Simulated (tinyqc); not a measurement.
Inside a calculation: phonon-assisted absorption at an indirect gap. Values are carried at full precision from step to step, so a last printed digit may differ when a step is redone from the rounded ones.

alpha(E) = sum_j A_j [N_j (E - Eg + w_j)^2 + (N_j + 1)(E - Eg - w_j)^2], each bracket counted only where its base is positive; N_j = 1/(exp(w_j/kB T) - 1). The first term absorbs a phonon and the second emits one; excitons and direct transitions are left out.

Constants: kB = 8.617333262e-05 eV/K.

Values chosen for the exercise (loosely those of SiGe at room temperature; Eg is not tied to T; shifted at random, so the results belong to these values and not to a real crystal): Eg = 0.942 eV (indirect gap, held fixed unless listed); w = (50.2, 14.1) meV (two zone-edge phonons); A = (4100, 410) 1/(cm eV^2) (their strengths); T = 200 K; E = 1.178 eV (photon energy); nr = 3.81 (refractive index); d = 19 micrometre (thickness); xj = 0.5 micrometre (dead layer at the surface); W = 0.72 micrometre (depleted width); L = 110 micrometre (minority diffusion length below it).

## The four branches at one energy

Evaluate the occupations and each term.

N_j: 0.05745  0.7897

terms with phonon absorption (1/cm): 19.29  20.25

terms with phonon emission (1/cm): 149.7  36.13

alpha = 225.3 1/cm
wavelength hc/E (hc = 1239.841984 eV nm) = 1052.5 nm

Phonon absorption supplies 17.5 % of alpha; the depth 1/alpha is 44.4 micrometre.

## What a slab does with it

Slab of thickness d in air, incoherent passes: R = ((nr - 1)/(nr + 1))^2, x = exp(-alpha d); transmitted Tr = (1 - R)^2 x/(1 - R^2 x^2), reflected Rt = R + (1 - R)^2 R x^2/(1 - R^2 x^2), absorbed Ab = (1 - R)(1 - x)/(1 - R x).

d in cm is 1e-4 times the value in micrometres.

R = 0.3413
x = 0.6517
Tr = 0.2975
Rt = 0.4075
Ab = 0.2950

A single pass would absorb (1 - R)(1 - x) = 0.2294; the back face adds 0.0656.

## Quantum efficiency of a diode

Photodiode (Gaertner form with a dead layer): QE = (1 - R) exp(-alpha xj) [1 - exp(-alpha W)/(1 + alpha L)], R = ((nr - 1)/(nr + 1))^2; responsivity = QE/E in A/W for E in eV.

Evaluate the factors; 1 micrometre = 1e-4 cm.

passes the dead layer = 0.9888
collected share = 0.7172
QE = 0.4671
responsivity = 0.3965 A/W

Without diffusion from below the collected share would be 0.0161.

## Checks

- Tr + Rt + Ab against 1: both 1.000000.

Program tinyqc; command `OMP_NUM_THREADS=1 python tinyqc.py 1651397 1651398 out.jsonl`; about 0.01 s on one thread of a shared Intel(R) Xeon(R) Processor @ 2.30GHz.
